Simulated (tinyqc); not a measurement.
Inside a calculation (part 1 of 2). Method: CIS on RHF in the 6-31g basis, for H3-, spin multiplicity 1. The basis has no diffuse functions, so it cannot describe the extra electron: this is an exercise in the method, not the real anion. Computed by tinyqc, a small Python program that keeps every step (integrals from PySCF). Settings: charge = -1, multiplicity = 1, basis = 6-31g, method = RHF, energy threshold = 1e-10, iteration cap = 53, orthogonalisation = symmetric, start = core, DIIS depth = 6. Command: `OMP_NUM_THREADS=1 python tinyqc.py 28663 28664 out.jsonl` (the two numbers bound the seeds that draw the settings). One thread of a shared host (Intel(R) Xeon(R) Processor @ 2.60GHz), about 0.06 s of CPU time with the checks. Later iterations appear only in the table of the cycle.

## One-electron integrals

Geometry (angstrom):

| atom | x | y | z |
|---|---|---|---|
| H | 0.0000 | 0.0000 | 0.0000 |
| H | 0.0000 | 0.0000 | 1.0460 |
| H | 0.0000 | 1.0380 | -0.4530 |

Basis 6-31g: exponents (1/bohr^2) and contraction coefficients of normalised primitives:

| element | l (shell) | exponent | coefficient |
|---|---|---|---|
| H | s (1) | 18.7311 | 0.0335 |
| H | s (1) | 2.8254 | 0.2347 |
| H | s (1) | 0.6401 | 0.8138 |
| H | s (2) | 0.1613 | 1.0000 |

Overlap, kinetic and nuclear-attraction integrals over the contracted functions; the nuclear repulsion is the sum of Za Zb / Rab.

nuclear repulsion = 1.263382 hartree

overlap S:
```
        1H 1s   1H 2s   2H 1s   2H 2s   3H 1s   3H 2s
1H 1s  1.0000  0.6583  0.2249  0.3939  0.1776  0.3606
1H 2s  0.6583  1.0000  0.3939  0.7297  0.3606  0.6912
2H 1s  0.2249  0.3939  1.0000  0.6583  0.0154  0.1387
2H 2s  0.3939  0.7297  0.6583  1.0000  0.1387  0.3839
3H 1s  0.1776  0.3606  0.0154  0.1387  1.0000  0.6583
3H 2s  0.3606  0.6912  0.1387  0.3839  0.6583  1.0000
```

kinetic energy T (hartree):
```
         1H 1s   1H 2s    2H 1s    2H 2s    3H 1s    3H 2s
1H 1s   1.3957  0.2597   0.0074   0.1019  -0.0212   0.0849
1H 2s   0.2597  0.2419   0.1019   0.1395   0.0849   0.1260
2H 1s   0.0074  0.1019   1.3957   0.2597  -0.0245  -0.0021
2H 2s   0.1019  0.1395   0.2597   0.2419  -0.0021   0.0336
3H 1s  -0.0212  0.0849  -0.0245  -0.0021   1.3957   0.2597
3H 2s   0.0849  0.1260  -0.0021   0.0336   0.2597   0.2419
```

nuclear attraction V (hartree):
```
         1H 1s    1H 2s    2H 1s    2H 2s    3H 1s    3H 2s
1H 1s  -2.6257  -1.3774  -0.5126  -0.8301  -0.3894  -0.7535
1H 2s  -1.3774  -1.5171  -0.7853  -1.1085  -0.7038  -1.0442
2H 1s  -0.5126  -0.7853  -2.4488  -1.2628  -0.0306  -0.2745
2H 2s  -0.8301  -1.1085  -1.2628  -1.3785  -0.2689  -0.5876
3H 1s  -0.3894  -0.7038  -0.0306  -0.2689  -2.4105  -1.2391
3H 2s  -0.7535  -1.0442  -0.2745  -0.5876  -1.2391  -1.3567
```

core Hamiltonian H = T + V (hartree):
```
         1H 1s    1H 2s    2H 1s    2H 2s    3H 1s    3H 2s
1H 1s  -1.2300  -1.1177  -0.5052  -0.7282  -0.4106  -0.6686
1H 2s  -1.1177  -1.2752  -0.6834  -0.9690  -0.6189  -0.9182
2H 1s  -0.5052  -0.6834  -1.0532  -1.0030  -0.0551  -0.2766
2H 2s  -0.7282  -0.9690  -1.0030  -1.1366  -0.2710  -0.5540
3H 1s  -0.4106  -0.6189  -0.0551  -0.2710  -1.0148  -0.9794
3H 2s  -0.6686  -0.9182  -0.2766  -0.5540  -0.9794  -1.1148
```

## Two-electron integrals

Functions are numbered as in S; the eight-fold symmetry (ij|kl) = (ji|kl) = (kl|ij) leaves the list below.

Two-electron integrals (ij|kl) in chemists' order, unique and non-zero (hartree):
```
(11|11) 1.0766     (21|11) 0.5785     (21|21) 0.3294     (22|11) 0.5874
(22|21) 0.3613     (22|22) 0.4532     (31|11) 0.1790     (31|21) 0.1048
(31|22) 0.1194     (31|31) 0.0469     (32|11) 0.2228     (32|21) 0.1393
(32|22) 0.1786     (32|31) 0.0683     (32|32) 0.1169     (33|11) 0.4989
(33|21) 0.3208     (33|22) 0.4320     (33|31) 0.1790     (33|32) 0.3361
(33|33) 1.0766     (41|11) 0.3361     (41|21) 0.1927     (41|22) 0.2137
(41|31) 0.0683     (41|32) 0.0935     (41|33) 0.2228     (41|41) 0.1169
(42|11) 0.3935     (42|21) 0.2446     (42|22) 0.3141     (42|31) 0.0944
(42|32) 0.1527     (42|33) 0.3935     (42|41) 0.1527     (42|42) 0.2413
(43|11) 0.3208     (43|21) 0.2048     (43|22) 0.2749     (43|31) 0.1048
(43|32) 0.1927     (43|33) 0.5785     (43|41) 0.1393     (43|42) 0.2446
(43|43) 0.3294     (44|11) 0.4320     (44|21) 0.2749     (44|22) 0.3736
(44|31) 0.1194     (44|32) 0.2137     (44|33) 0.5874     (44|41) 0.1786
(44|42) 0.3141     (44|43) 0.3613     (44|44) 0.4532     (51|11) 0.1363
(51|21) 0.0805     (51|22) 0.0929     (51|31) 0.0225     (51|32) 0.0303
(51|33) 0.0684     (51|41) 0.0452     (51|42) 0.0592     (51|43) 0.0447
(51|44) 0.0642     (51|51) 0.0290     (52|11) 0.1931     (52|21) 0.1217
(52|22) 0.1587     (52|31) 0.0344     (52|32) 0.0501     (52|33) 0.1157
(52|41) 0.0684     (52|42) 0.1006     (52|43) 0.0759     (52|44) 0.1119
(52|51) 0.0486     (52|52) 0.0978     (53|11) 0.0112     (53|21) 0.0067
(53|22) 0.0079     (53|31) 0.0025     (53|32) 0.0036     (53|33) 0.0086
(53|41) 0.0042     (53|42) 0.0058     (53|43) 0.0054     (53|44) 0.0070
(53|51) 0.0020     (53|52) 0.0033     (53|53) 2.11e-04   (54|11) 0.0778
(54|21) 0.0487     (54|22) 0.0625     (54|31) 0.0146     (54|32) 0.0214
(54|33) 0.0495     (54|41) 0.0280     (54|42) 0.0412     (54|43) 0.0323
(54|44) 0.0468     (54|51) 0.0188     (54|52) 0.0366     (54|53) 0.0014
(54|54) 0.0143     (55|11) 0.4634     (55|21) 0.3002     (55|22) 0.4132
(55|31) 0.0835     (55|32) 0.1249     (55|33) 0.2902     (55|41) 0.1679
(55|42) 0.2580     (55|43) 0.1910     (55|44) 0.2869     (55|51) 0.1363
(55|52) 0.3061     (55|53) 0.0086     (55|54) 0.1116     (55|55) 1.0766
(61|11) 0.3061     (61|21) 0.1757     (61|22) 0.1952     (61|31) 0.0535
(61|32) 0.0713     (61|33) 0.1628     (61|41) 0.1013     (61|42) 0.1294
(61|43) 0.1048     (61|44) 0.1437     (61|51) 0.0486     (61|52) 0.0759
(61|53) 0.0039     (61|54) 0.0300     (61|55) 0.1931     (61|61) 0.0978
(62|11) 0.3675     (62|21) 0.2288     (62|22) 0.2949     (62|31) 0.0710
(62|32) 0.1057     (62|33) 0.2511     (62|41) 0.1325     (62|42) 0.1968
(62|43) 0.1621     (62|44) 0.2288     (62|51) 0.0705     (62|52) 0.1316
(62|53) 0.0056     (62|54) 0.0508     (62|55) 0.3675     (62|61) 0.1316
(62|62) 0.2165     (63|11) 0.0821     (63|21) 0.0509     (63|22) 0.0643
(63|31) 0.0240     (63|32) 0.0399     (63|33) 0.1116     (63|41) 0.0338
(63|42) 0.0538     (63|43) 0.0648     (63|44) 0.0734     (63|51) 0.0119
(63|52) 0.0198     (63|53) 0.0014     (63|54) 0.0085     (63|55) 0.0495
(63|61) 0.0268     (63|62) 0.0400     (63|63) 0.0143     (64|11) 0.2019
(64|21) 0.1259     (64|22) 0.1627     (64|31) 0.0451     (64|32) 0.0711
(64|33) 0.1771     (64|41) 0.0767     (64|42) 0.1196     (64|43) 0.1120
(64|44) 0.1498     (64|51) 0.0361     (64|52) 0.0655     (64|53) 0.0034
(64|54) 0.0266     (64|55) 0.1771     (64|61) 0.0707     (64|62) 0.1142
(64|63) 0.0266     (64|64) 0.0668     (65|11) 0.3002     (65|21) 0.1930
(65|22) 0.2640     (65|31) 0.0547     (65|32) 0.0820     (65|33) 0.1910
(65|41) 0.1086     (65|42) 0.1669     (65|43) 0.1256     (65|44) 0.1876
(65|51) 0.0805     (65|52) 0.1757     (65|53) 0.0054     (65|54) 0.0648
(65|55) 0.5785     (65|61) 0.1217     (65|62) 0.2288     (65|63) 0.0323
(65|64) 0.1120     (65|65) 0.3294     (66|11) 0.4132     (66|21) 0.2640
(66|22) 0.3625     (66|31) 0.0792     (66|32) 0.1211     (66|33) 0.2869
(66|41) 0.1512     (66|42) 0.2368     (66|43) 0.1876     (66|44) 0.2756
(66|51) 0.0929     (66|52) 0.1952     (66|53) 0.0070     (66|54) 0.0734
(66|55) 0.5874     (66|61) 0.1587     (66|62) 0.2949     (66|63) 0.0468
(66|64) 0.1498     (66|65) 0.3613     (66|66) 0.4532
```

## Orthogonalisation

S = U s U^T; symmetric (Loewdin) form X = U s^(-1/2) U^T, so that X^T S X = 1.

eigenvalues of S: 0.1084  0.2493  0.4044  0.7836  1.3538  3.1006

X:
```
         1H 1s    1H 2s    2H 1s    2H 2s    3H 1s    3H 2s
1H 1s   1.2667  -0.5548  -0.0291   0.0441  -0.0055   0.0377
1H 2s  -0.5548   2.1189  -0.0108  -0.7103  -0.0145  -0.6417
2H 1s  -0.0291  -0.0108   1.2579  -0.4940   0.0160   0.0456
2H 2s   0.0441  -0.7103  -0.4940   1.6654   0.0428   0.0103
3H 1s  -0.0055  -0.0145   0.0160   0.0428   1.2565  -0.4955
3H 2s   0.0377  -0.6417   0.0456   0.0103  -0.4955   1.6047
```

## Starting guess

The start is the orbitals of the core Hamiltonian; D = 2 C_occ C_occ^T.

D at the start:
```
        1H 1s   1H 2s    2H 1s    2H 2s    3H 1s    3H 2s
1H 1s  0.4250  0.2853   0.2345   0.0817   0.1857   0.0670
1H 2s  0.2853  0.1941   0.1274   0.0236   0.1567   0.0784
2H 1s  0.2345  0.1274   0.4700   0.3993  -0.2617  -0.3426
2H 2s  0.0817  0.0236   0.3993   0.3840  -0.3430  -0.3818
3H 1s  0.1857  0.1567  -0.2617  -0.3430   0.4705   0.4350
3H 2s  0.0670  0.0784  -0.3426  -0.3818   0.4350   0.4334
```

## Iteration 1: building the Fock matrix

J_ij = sum D_kl (ij|kl), K_ij = sum D_kl (ik|jl); F = H + J - 0.5 K; E = tr D H + tr D J / 2 - 0.25 tr D K + E_nn.

Coulomb J (hartree):
```
        1H 1s   1H 2s   2H 1s   2H 2s   3H 1s   3H 2s
1H 1s  2.3708  1.4347  0.5240  0.8694  0.4111  0.7956
1H 2s  1.4347  1.7835  0.8246  1.2997  0.7557  1.2370
2H 1s  0.5240  0.8246  2.1967  1.3181  0.0346  0.2938
2H 2s  0.8694  1.2997  1.3181  1.6373  0.2933  0.6947
3H 1s  0.4111  0.7557  0.0346  0.2933  2.2023  1.3207
3H 2s  0.7956  1.2370  0.2938  0.6947  1.3207  1.6408
```

exchange K (hartree):
```
        1H 1s   1H 2s    2H 1s   2H 2s    3H 1s   3H 2s
1H 1s  1.2336  1.0000   0.5793  0.7286   0.4720  0.6632
1H 2s  1.0000  0.9775   0.6614  0.7609   0.6087  0.7303
2H 1s  0.5793  0.6614   1.2567  0.9311  -0.0536  0.1793
2H 2s  0.7286  0.7609   0.9311  0.8437   0.1798  0.3699
3H 1s  0.4720  0.6087  -0.0536  0.1798   1.2755  0.9482
3H 2s  0.6632  0.7303   0.1793  0.3699   0.9482  0.8620
```

Fock matrix F (hartree):
```
         1H 1s    1H 2s    2H 1s    2H 2s    3H 1s    3H 2s
1H 1s   0.5240  -0.1831  -0.2707  -0.2231  -0.2355  -0.2045
1H 2s  -0.1831   0.0195  -0.1895  -0.0498  -0.1675  -0.0463
2H 1s  -0.2707  -0.1895   0.5152  -0.1504   0.0063  -0.0724
2H 2s  -0.2231  -0.0498  -0.1504   0.0789  -0.0676  -0.0442
3H 1s  -0.2355  -0.1675   0.0063  -0.0676   0.5497  -0.1328
3H 2s  -0.2045  -0.0463  -0.0724  -0.0442  -0.1328   0.0951
```

total energy of this density = -1.279205 hartree

## Iteration 1: diagonalisation and new density

Diagonalise F' = X^T F X, C = X C', fill 2 alpha and 2 beta electrons from the bottom; D = 2 C_occ C_occ^T. Each column has its largest component positive (the first on a tie).

F' = X^T F X (hartree):
```
         1        2        3        4        5        6
1   1.0815  -0.5997  -0.2405  -0.0919  -0.1742  -0.0919
2  -0.5997   0.6771  -0.1204  -0.1320  -0.1216  -0.1249
3  -0.2405  -0.1204   1.0359  -0.5917   0.1030   0.0349
4  -0.0919  -0.1320  -0.5917   0.5781   0.0325  -0.0441
5  -0.1742  -0.1216   0.1030   0.0325   1.0606  -0.6037
6  -0.0919  -0.1249   0.0349  -0.0441  -0.6037   0.5814
```

orbital energies (hartree): MO1 -0.1372, MO2 0.1329, MO3 0.5605, MO4 1.3747, MO5 1.4510, MO6 1.6325

coefficients C:
```
          MO1      MO2      MO3      MO4      MO5      MO6
1H 1s  0.2703  -0.0044   0.1246   0.7955   0.3366  -1.0401
1H 2s  0.3312   0.0227   1.6881  -0.8760  -0.3291   1.3707
2H 1s  0.2011  -0.2291  -0.0346   0.9856  -0.4764   0.7330
2H 2s  0.2203  -0.6467  -1.1376  -0.6895   0.6996  -0.8945
3H 1s  0.1642   0.2454  -0.0375   0.1662   1.1782   0.5678
3H 2s  0.1796   0.6955  -0.9961   0.2176  -1.0855  -0.7086
```

D after iteration 1:
```
        1H 1s   1H 2s    2H 1s    2H 2s    3H 1s    3H 2s
1H 1s  0.1462  0.1789   0.1107   0.1248   0.0866   0.0910
1H 2s  0.1789  0.2204   0.1228   0.1166   0.1199   0.1505
2H 1s  0.1107  0.1228   0.1859   0.3850  -0.0464  -0.2465
2H 2s  0.1248  0.1166   0.3850   0.9335  -0.2450  -0.8204
3H 1s  0.0866  0.1199  -0.0464  -0.2450   0.1744   0.4003
3H 2s  0.0910  0.1505  -0.2465  -0.8204   0.4003   1.0319
```

## Iteration 8 (converged): orbitals

converged F (hartree):
```
         1H 1s    1H 2s    2H 1s    2H 2s    3H 1s    3H 2s
1H 1s   0.3968  -0.2527  -0.2814  -0.2712  -0.2430  -0.2473
1H 2s  -0.2527  -0.1042  -0.2454  -0.1531  -0.2161  -0.1426
2H 1s  -0.2814  -0.2454   0.4226  -0.2334  -0.0285  -0.1098
2H 2s  -0.2712  -0.1531  -0.2334  -0.0481  -0.1029  -0.1061
3H 1s  -0.2430  -0.2161  -0.0285  -0.1029   0.4628  -0.2101
3H 2s  -0.2473  -0.1426  -0.1098  -0.1061  -0.2101  -0.0287
```

As before.

F' = X^T F X (hartree):
```
         1        2        3        4        5        6
1   0.9351  -0.5744  -0.2129  -0.1008  -0.1517  -0.0973
2  -0.5744   0.5808  -0.1271  -0.1601  -0.1242  -0.1495
3  -0.2129  -0.1271   0.9586  -0.6106   0.0722   0.0264
4  -0.1008  -0.1601  -0.6106   0.4789   0.0247  -0.0391
5  -0.1517  -0.1242   0.0722   0.0247   0.9872  -0.6184
6  -0.0973  -0.1495   0.0264  -0.0391  -0.6184   0.4779
```

orbital energies (hartree): MO1 -0.2646, MO2 0.0409, MO3 0.4878, MO4 1.2791, MO5 1.3858, MO6 1.4894

coefficients C:
```
          MO1      MO2      MO3      MO4      MO5      MO6
1H 1s  0.2580  -0.0048   0.1680  -0.9889   0.2528  -0.8831
1H 2s  0.3039   0.0151   1.6431   1.1133  -0.2477   1.2732
2H 1s  0.1945  -0.2100  -0.0632  -0.7788  -0.6780   0.8232
2H 2s  0.2490  -0.6626  -1.0974   0.4185   0.8397  -0.9698
3H 1s  0.1592   0.2255  -0.0600  -0.2643   1.1065   0.6728
3H 2s  0.2035   0.7210  -0.9574  -0.1456  -1.0529  -0.7927
```

D after iteration 8:
```
        1H 1s   1H 2s    2H 1s    2H 2s    3H 1s    3H 2s
1H 1s  0.1332  0.1567   0.1024   0.1349   0.0800   0.0981
1H 2s  0.1567  0.1852   0.1119   0.1313   0.1036   0.1455
2H 1s  0.1024  0.1119   0.1638   0.3751  -0.0328  -0.2237
2H 2s  0.1349  0.1313   0.3751   1.0020  -0.2196  -0.8541
3H 1s  0.0800  0.1036  -0.0328  -0.2196   0.1524   0.3900
3H 2s  0.0981  0.1455  -0.2237  -0.8541   0.3900   1.1226
```

## Convergence

Stop when the energy changes by less than 1e-10 hartree and every element of the error matrix X^T (F D S - S D F) X is below 3e-06.

Course of the cycle:

| iteration | E (hartree) | change | largest element of the error matrix |
|---|---|---|---|
| 1 | -1.279205 | - | 3.48e-01 |
| 2 | -1.503664 | -2.24e-01 | 3.50e-02 |
| 3 | -1.505626 | -1.96e-03 | 2.79e-03 |
| 4 | -1.505642 | -1.65e-05 | 1.81e-04 |
| 5 | -1.505642 | -1.09e-07 | 2.83e-05 |
| 6 | -1.505642 | -5.15e-09 | 5.75e-06 |
| 7 | -1.505642 | -1.89e-10 | 1.74e-07 |
| 8 | -1.505642 | -4.84e-14 | 1.57e-08 |

PySCF RHF in the same basis = -1.505642 hartree

Converged in 8 iterations.

## Populations, bond orders and dipole

Mulliken: Z minus the diagonal of D S on the atom; Loewdin: the same with S^(1/2) D S^(1/2); Mayer order: 2 sum_s sum (D(s) S)_ij (D(s) S)_ji over the two atoms.

Charges (e):

| atom | Mulliken | Loewdin |
|---|---|---|
| 1H | 0.0717 | 0.0935 |
| 2H | -0.4858 | -0.4980 |
| 3H | -0.5860 | -0.5954 |

Mayer bond orders:

| pair | order |
|---|---|
| 2-1 | 0.5473 |
| 3-1 | 0.4485 |
| 3-2 | 0.1209 |

dipole moment about the origin, x y z (debye): 0.0000  -2.9295  -1.1317

## Integrals over molecular orbitals

(pq|rs) = sum C_ip C_jq C_kr C_ls (ij|kl), one index at a time.

one-electron integrals over orbitals h = C^T H C (hartree):
```
         1        2        3        4        5        6
1  -1.4697  -0.0001  -0.0802   0.1826  -0.0436   0.0014
2  -0.0001  -1.0756  -0.0015  -0.0615  -0.2192   0.0086
3  -0.0802  -0.0015  -0.8286   0.0585  -0.0094   0.2410
4   0.1826  -0.0615   0.0585  -0.2728   0.0095  -0.0283
5  -0.0436  -0.2192  -0.0094   0.0095  -0.1688   0.0038
6   0.0014   0.0086   0.2410  -0.0283   0.0038  -0.2150
```

Two-electron integrals over orbitals (pq|rs), unique and non-zero (hartree):
```
(11|11) 0.5016      (21|11) -0.0145     (21|21) 0.1075      (22|11) 0.4055
(22|21) 0.0146      (22|22) 0.4130      (31|11) 0.0526      (31|21) 0.0054
(31|22) -0.0188     (31|31) 0.0735      (32|11) 0.0091      (32|21) -0.0651
(32|22) -0.0112     (32|31) -0.0024     (32|32) 0.0598      (33|11) 0.3880
(33|21) -0.0053     (33|22) 0.3369      (33|31) 0.0386      (33|32) 0.0055
(33|33) 0.3513      (41|11) -0.0974     (41|21) 0.0178      (41|22) -0.0533
(41|31) -0.0226     (41|32) -0.0075     (41|33) -0.0469     (41|41) 0.0725
(42|11) 0.0299      (42|21) -0.0213     (42|22) 0.0196      (42|31) -0.0009
(42|32) 0.0106      (42|33) 0.0123      (42|41) -0.0221     (42|42) 0.0250
(43|11) -0.0287     (43|21) 5.55e-05    (43|22) -0.0065     (43|31) -0.0063
(43|32) -0.0028     (43|33) -0.0104     (43|41) 0.0259      (43|42) 0.0041
(43|43) 0.0359      (44|11) 0.4664      (44|21) -0.0491     (44|22) 0.3583
(44|31) 0.0649      (44|32) 0.0293      (44|33) 0.3725      (44|41) -0.1003
(44|42) 0.0347      (44|43) -0.0254     (44|44) 0.4804      (51|11) 0.0159
(51|21) 0.0480      (51|22) 0.0208      (51|31) 0.0073      (51|32) -0.0244
(51|33) 0.0101      (51|41) -2.25e-04   (51|42) -0.0244     (51|43) -0.0111
(51|44) -0.0040     (51|51) 0.0490      (52|11) 0.0891      (52|21) 0.0138
(52|22) 0.0889      (52|31) -0.0087     (52|32) -0.0077     (52|33) 0.0404
(52|41) -0.0382     (52|42) 0.0100      (52|43) 0.0021      (52|44) 0.0656
(52|51) 0.0264      (52|52) 0.0820      (53|11) 0.0067      (53|21) -0.0114
(53|22) -0.0021     (53|31) 0.0018      (53|32) -0.0027     (53|33) 0.0007
(53|41) -0.0128     (53|42) 0.0117      (53|43) -0.0038     (53|44) 0.0123
(53|51) -0.0179     (53|52) -0.0102     (53|53) 0.0193      (54|11) -0.0022
(54|21) -0.0681     (54|22) 0.0024      (54|31) -0.0245     (54|32) 0.0398
(54|33) -0.0067     (54|41) -0.0086     (54|42) 0.0200      (54|43) 0.0078
(54|44) 0.0166      (54|51) -0.0382     (54|52) -0.0013     (54|53) 0.0101
(54|54) 0.0599      (55|11) 0.4132      (55|21) 0.0628      (55|22) 0.4295
(55|31) -0.0154     (55|32) -0.0403     (55|33) 0.3334      (55|41) -0.0619
(55|42) 0.0129      (55|43) -0.0029     (55|44) 0.3539      (55|51) 0.0559
(55|52) 0.1328      (55|53) -0.0145     (55|54) -0.0295     (55|55) 0.5146
(61|11) -0.0169     (61|21) -0.0090     (61|22) 0.0408      (61|31) -0.0504
(61|32) 0.0040      (61|33) -0.0169     (61|41) 0.0172      (61|42) 0.0128
(61|43) 0.0349      (61|44) -0.0286     (61|51) -0.0107     (61|52) 0.0374
(61|53) -0.0070     (61|54) 0.0295      (61|55) 0.0545      (61|61) 0.0778
(62|11) -0.0120     (62|21) 0.0661      (62|22) 0.0065      (62|31) 0.0035
(62|32) -0.0348     (62|33) -0.0034     (62|41) 0.0192      (62|42) -0.0292
(62|43) -0.0056     (62|44) -0.0365     (62|51) 0.0505      (62|52) 0.0149
(62|53) -0.0241     (62|54) -0.0505     (62|55) 0.0446      (62|61) -0.0094
(62|62) 0.0653      (63|11) -0.1037     (63|21) 0.0035      (63|22) -0.0594
(63|31) -0.0303     (63|32) -0.0012     (63|33) -0.0554     (63|41) 0.0562
(63|42) -0.0135     (63|43) 0.0193      (63|44) -0.0998     (63|51) -0.0107
(63|52) -0.0405     (63|53) -0.0057     (63|54) 0.0047      (63|55) -0.0717
(63|61) 0.0169      (63|62) 0.0049      (63|63) 0.0569      (64|11) 0.0400
(64|21) 0.0372      (64|22) -0.0319     (64|31) 0.0789      (64|32) -0.0227
(64|33) 0.0346      (64|41) -0.0239     (64|42) -0.0190     (64|43) -0.0304
(64|44) 0.0518      (64|51) 0.0303      (64|52) -0.0267     (64|53) 0.0016
(64|54) -0.0593     (64|55) -0.0295     (64|61) -0.0900     (64|62) 0.0307
(64|63) -0.0317     (64|64) 0.1349      (65|11) -0.0262     (65|21) 0.1106
(65|22) 0.0264      (65|31) -0.0148     (65|32) -0.0733     (65|33) -0.0145
(65|41) 0.0322      (65|42) -0.0364     (65|43) 0.0043      (65|44) -0.0758
(65|51) 0.0684      (65|52) 0.0322      (65|53) -0.0225     (65|54) -0.0746
(65|55) 0.0955      (65|61) 0.0105      (65|62) 0.0877      (65|63) 0.0122
(65|64) 0.0183      (65|65) 0.1550      (66|11) 0.5030      (66|21) -0.0212
(66|22) 0.4207      (66|31) 0.0421      (66|32) 0.0129      (66|33) 0.3894
(66|41) -0.1295     (66|42) 0.0400      (66|43) -0.0343     (66|44) 0.4909
(66|51) 0.0183      (66|52) 0.1159      (66|53) 0.0093      (66|54) 0.0087
(66|55) 0.4526      (66|61) -0.0051     (66|62) -0.0195     (66|63) -0.1233
(66|64) 0.0283      (66|65) -0.0347     (66|66) 0.5590
```

## CIS matrix, singlets

A(ia,jb) = (e_a - e_i) d_ij d_ab + 2 (ia|jb) - (ij|ab).

CIS matrix A, singlet (hartree):
```
         1>3      1>4      1>5      1>6      2>3      2>4      2>5      2>6
1>3   0.5115  -0.0165   0.0080   0.0029   0.0005  -0.0018  -0.0061   0.0035
1>4  -0.0165   1.2223   0.0018  -0.0057  -0.0151   0.0048  -0.0083   0.0011
1>5   0.0080   0.0018   1.3352   0.0048  -0.0375   0.0193  -0.0099  -0.0096
1>6   0.0029  -0.0057   0.0048   1.4065   0.0044  -0.0117  -0.0358   0.0025
2>3   0.0005  -0.0151  -0.0375   0.0044   0.2295   0.0278  -0.0133  -0.0103
2>4  -0.0018   0.0048   0.0193  -0.0117   0.0278   0.9298   0.0177  -0.0265
2>5  -0.0061  -0.0083  -0.0099  -0.0358  -0.0133   0.0177   1.0792   0.0034
2>6   0.0035   0.0011  -0.0096   0.0025  -0.0103  -0.0265   0.0034   1.1584
```
